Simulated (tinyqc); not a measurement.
Self-heating of a transistor with one or more fingers, with temperature-dependent conductivity: one step, computed by the program tinyqc.

N long parallel fingers lie on the top face of a slab whose bottom is held at T_0; the top is otherwise insulated, and heat flows in two dimensions. P in W/mm is 1000 P in W/m.

Question. Correction for the falling conductivity. Kirchhoff transformation for kappa = kappa_0 (T/T_0)^-m: T = T_0 [1 - (m - 1) theta/T_0]^(-1/(m - 1)), where theta is the linear rise. The bracket vanishes at the power P T_0/((m - 1) theta).

Inputs (values chosen for the exercise, modelled on sapphire): exponent m in kappa ~ T^-m = 1.28; base temperature T_0 = 323 K; power per gate width P = 0.55 W/mm.

Power: fixed power.

largest theta = 47.66272 K

Give: peak temperature; true rise; true rise / linear rise; power at which the formula diverges.

Answer.

peak temperature = 375.53 K

true rise = 52.534 K

true rise / linear rise = 1.1022

power at which the formula diverges = 13.312 W/mm

The falling conductivity adds 10.2 % to the rise.
